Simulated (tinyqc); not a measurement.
Sampled drift against the exact one: kinetic Monte Carlo and master equation for a particle on a ring of sites with traps and bias. Computed by tinyqc, a small Python program. Command: `OMP_NUM_THREADS=1 python tinyqc.py 3021716 3021717 out.jsonl kmc walk`. One thread of a shared host (Intel(R) Xeon(R) Processor @ 2.30GHz), about 0.09 s of CPU time with the checks.

8 sites on a ring, numbered 1 to 8. The saddle between i and i+1 lies at E0 + s b_i and site i at s eps_i; a force F tilts the landscape, with the saddle half-way.

Inputs (values chosen for the exercise, for a model defect):
```
quantity                         value         unit
reference barrier E0              0.63           eV
scale factor s of the disorder       1            -
attempt frequency nu               1.4          THz
temperature T                      520            K
site spacing a                     2.3     angstrom
force F along the ring            0.03  eV/angstrom
seed of the random numbers      221519            -
```

Disorder: random barriers.

site energies eps_i (eV): 0  0  0  0  0  0  0  0

saddle shifts b_i between sites i and i+1 (eV): -0.034  -0.01  -0.033  0.036  -0.032  0.0034  0.014  0.027

Constants: k_B = 8.617333262e-05 eV/K.

Method:
- Rates: k(i to i+1) = nu exp(-(E0 + s b_i - s eps_i - F a/2)/(k_B T)), k(i to i-1) = nu exp(-(E0 + s b_(i-1) - s eps_i + F a/2)/(k_B T)).
- Share right = k right/(k right + k left); mean stay = 1/(k right + k left).
- Master equation dP/dt = W P, W_(i+1,i) = k right, W_(i-1,i) = k left, columns summing to zero. The steady state is its null vector; drift v = a sum P_i (k right - k left). D = a^2 lambda''(0)/2, where lambda(q) is the leading eigenvalue of W with right hops weighted by exp(q) and left hops by exp(-q).
- The slowest relaxation rate is minus the real part of the next eigenvalue of W. 1 angstrom = 1e-8 cm.
- 400 independent walkers start on sites drawn with weights P_i (k right + k left), the steady shares of hops (random numbers not printed); the estimate is total displacement over total time, with its standard error from the spread between walkers.

occupations P_i: 0.061601  0.091051  0.089373  0.216147  0.072180  0.131434  0.160848  0.177364

drift velocity v = 0.0391748 cm/s

Drift from sampling:
```
hops per walker  estimate (cm/s)  standard error (cm/s)  deviation in standard errors
10                      0.038396              0.0010760                      -0.72375
30                      0.039324              0.0006024                       0.24843
100                     0.039157              0.0003450                      -0.05096
300                     0.039083              0.0002006                      -0.45558
1000                    0.039104              0.0001080                      -0.65739
3000                    0.039183              0.0000613                       0.13549
```

The exact drift is 0.03917 cm/s. The standard error falls by a factor 3.20 from 100 to 1000 hops (sqrt10 = 3.16), and in the last row it is 0.16 % of the drift.

Extremes, crossings and ranges named in words are read from the listed rows.
